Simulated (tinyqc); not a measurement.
# ESD clamp with bipolar snapback, compact model and design window, step by step

Numbers from tinyqc (`OMP_NUM_THREADS=1 python tinyqc.py 2670055 2670056 out.jsonl`; about 0.01 s on one thread of a shared Intel Xeon 2.30GHz). Printed values are rounded.

The drain junction multiplies the current that enters it: Igen = (M - 1)(Ic + I0), M = 1/(1 - (Vj/BV)^n). The generated holes leave through the substrate resistance and the base of the parasitic npn: Igen = Vb/Rb + Ic/be, Ic = Is exp(Vb/Vt). Terminal current I = Ic + I0 + Igen and voltage V = Vj + I Ro, per width. Isothermal, constant gain.

Parameters, values chosen for the exercise; values close to those of grounded-gate n-channel clamps: temperature T = 300 K; junction breakdown voltage BV = 10 V; exponent of the multiplication n = 2.6; current gain of the parasitic npn be = 11.8; saturation current Is = 1e-18 A/um; junction leakage I0 = 4.7e-12 A/um; substrate resistance Rb = 92000 ohm um; drain ballast and contact resistance Ro = 150 ohm um; failure current for 100 ns It2 = 4.1 mA/um; finger width Wf = 20 um; number of fingers Nf = 8; human-body-model level Lv = 2 kV; oxide breakdown voltage for 100 ns Vox = 11.6 V; supply voltage Vdd = 3.3 V.

Constants: q = 1.602176634e-19 C, kB = 1.380649e-23 J/K, Vt = kB T/q. Results are converted to the units shown.

## The snapback curve

Vb, point 0 to 8 (V): [0.05, 0.3, 0.402, 0.462, 0.512, 0.696, 0.871, 0.891, 0.921]

For given Vb: Ic, Igen, M = 1 + Igen/(Ic + I0), Vj = BV (1 - 1/M)^(1/n), I and V.

Ic, point 0 to 8 (uA/um): [6.91772e-12, 1.09592e-7, 5.66634e-6, 5.77110e-5, 3.99228e-4, 0.492363, 428.702, 929.268, 2965.64]
M, point 0 to 8: [1.15635e5, 6.77994e5, 4.21516e5, 80463.5, 13778.8, 16.4497, 1.10683, 1.09517, 1.08812]
Vj, point 0 to 8 (V): [9.99997, 9.99999, 9.99999, 9.99995, 9.99972, 9.76166, 4.06879, 3.90775, 3.80325]
I, point 0 to 8 (uA/um): [0.543483, 3.26087, 4.36958, 5.02181, 5.56566, 8.09931, 474.501, 1017.70, 3226.98]
V, point 0 to 8 (V): [10.0000, 10.0005, 10.0006, 10.0007, 10.0006, 9.76288, 4.13997, 4.06040, 4.28730]

V peaks at Vt1 = 10.00 V and falls to Vh = 4.060 V: once the npn supplies current, a small M feeds the base. At high current M tends to 1 + 1/be and Vj to BV (1 + be)^(-1/n) = 3.751 V.

## Iteration 1: base voltage at the failure current

Vb at the start = 0.83 V

I(Vb) = Ic (1 + 1/be) + I0 + Vb/Rb, I' = Ic (1 + 1/be)/Vt + 1/Rb; Newton steps on ln I: Vb(new) = Vb - ln(I/It2) I/I'. V follows from the introduction.

I = 0.104239 mA/um
V = 4.93261 V
I' = 3.69403 mS/um
Vb after iteration 1 = 0.933619 V

## Iteration 2: base voltage at the failure current

As before.

I = 5.25139 mA/um
V = 4.57140 V
I' = 202.751 mS/um
Vb after iteration 2 = 0.927208 V

## Course of the iteration: base voltage at the failure current

Stop when Vb changes by less than 1e-10 V, or after 20 iterations. Vb must stay between 0 and 8 V.

Course of the iteration:
```
iteration    Vb (V)  |change| (V)
1          0.933619         0.104
2          0.927208       6.41e-3
3          0.927207       1.57e-6
4          0.927207      1.11e-13
```

Converged in 4 iterations. At the end the number of correct digits about doubles with each step.

## Design window and human-body level

Vt1 = 10.0007 V
Vh = 4.06035 V
Vt2 = 4.40750 V

Human-body model: 100 pF through 1500 ohm, peak current about (level - Vt2)/1500 ohm, decay time 150 ns. All fingers turn on before the first fails if Vt2 > Vt1; then the clamp carries Nf Wf It2, otherwise in the worst case Wf It2. Margins: Vh - 1.1 Vdd against latching in operation, Vox - max(Vt1, Vt2) for the protected oxide.

peak current = 1.33039 A
current the clamp carries = 0.082 A
level it withstands = 0.127408 kV
holding margin = 0.430353 V
oxide margin = 1.59929 V

Uniform turn-on is not assured; the clamp fails the level. Both margins are positive.
